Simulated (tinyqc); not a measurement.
From results to parameters: Hueckel model of a polar double bond. Computed by the program tinyqc.

Problem. A C=X pi bond in Hueckel theory has H_XX = alpha + h beta, H_CC = alpha and H_CX = k beta, with two electrons. Find h, k, the charge on carbon and the bond order.

x values of the two levels (E = alpha + x beta): 2.456866  -0.666866

Solution. The sum of the x values is h and their product is -k^2; the charge on carbon is h/sqrt(h^2 + 4k^2) and the bond order 2k/sqrt(h^2 + 4k^2).

h, k: 1.7900  1.2800
charge on carbon, bond order: 0.573  0.820
